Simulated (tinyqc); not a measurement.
## Lossy interposer transmission line with skin effect: effect of the width of the strip

A uniform line in a homogeneous dielectric: c = sqrt(er)/(c0 Z0), l = Z0 sqrt(er)/c0 (c0 = 299792458 m/s), g = w c td, w = 2 pi f. The resistance joins its limits as r = sqrt(r_dc^2 + r_hf^2), with r_dc = rho/(wd th), r_hf = kr rho/(2 delta (wd + th)), delta = sqrt(rho/(pi f mu0)), mu0 = 4 pi 1e-7 H/m; this is an interpolation, and internal inductance, up to 0.05 nH/mm at low frequency, is neglected.

gamma = sqrt((r + i w l)(g + i w c)) = alpha + i beta, Zc = sqrt((r + i w l)/(g + i w c)), roots with positive real part; loss 8.685889638 alpha in dB; phase velocity w/beta. ZL = 1/(1/RL + i w CL); reflection (ZL - Zc)/(ZL + Zc); Zin = Zc (ZL + Zc tanh(gamma len))/(Zc + ZL tanh(gamma len)); H = V_load/V_source = [Zin/(Zin + Rg)]/[cosh(gamma len) + (Zc/ZL) sinh(gamma len)]. Z0 is held fixed by scaling the dielectric height.

Values chosen for this exercise:
```
symbol  value     unit                                  meaning
th       0.83       um                   thickness of the strip
rho       2.9  uohm cm                              resistivity
er        3.5                             relative permittivity
td      0.002                                      loss tangent
Z0         50      ohm             lossless impedance sqrt(l/c)
kr        1.5           factor for crowding and the return path
len        20       mm                                   length
Rg         50      ohm                        source resistance
RL       1000      ohm                          load resistance
CL          0       fF                         load capacitance
f        0.28      GHz                                frequency
```

Results:

| wd (um) | r (ohm/mm) | r/(w l) | loss (dB/mm) | \|Zc\| (ohm) | phase velocity over c0 | length in wavelengths | \|H\| (dB) |
|---|---|---|---|---|---|---|---|
| 0.55 | 63.601 | 115.86 | 0.72341 | 538.21 | 0.069995 | 0.26687 | -12.024 |
| 0.87 | 40.238 | 73.302 | 0.57397 | 428.10 | 0.087779 | 0.21280 | -8.5411 |
| 1.4 | 25.030 | 45.596 | 0.45081 | 337.67 | 0.11084 | 0.16853 | -5.8118 |
| 2.1 | 16.701 | 30.424 | 0.36625 | 275.87 | 0.13494 | 0.13842 | -4.1198 |
| 3.4 | 10.325 | 18.810 | 0.28508 | 217.00 | 0.16989 | 0.10995 | -2.7329 |
| 5.3 | 6.6287 | 12.076 | 0.22507 | 174.05 | 0.20891 | 0.089413 | -1.9040 |
| 13 | 2.7052 | 4.9280 | 0.13550 | 112.12 | 0.30813 | 0.060623 | -1.0223 |

Estimate the missing row, wd = 8.4 um.

Computed row:

| wd (um) | r (ohm/mm) | r/(w l) | loss (dB/mm) | \|Zc\| (ohm) | phase velocity over c0 | length in wavelengths | \|H\| (dB) |
|---|---|---|---|---|---|---|---|
| 8.4 | 4.1849 | 7.6236 | 0.17459 | 138.64 | 0.25667 | 0.072776 | -1.3536 |

With this row back in the table: As wd goes from 0.55 to 13, the loss falls from 0.723 to 0.136 dB/mm, |Zc| falls from 538 to 112 ohm and |H| goes from -12.0 to -1.02 dB, with its highest value among the rows, -1.02 dB, at wd = 13.

tinyqc, about 0.01 s, one thread, Intel Xeon 2.30GHz (shared host): `OMP_NUM_THREADS=1 python tinyqc.py 2810219 2810220 out.jsonl`
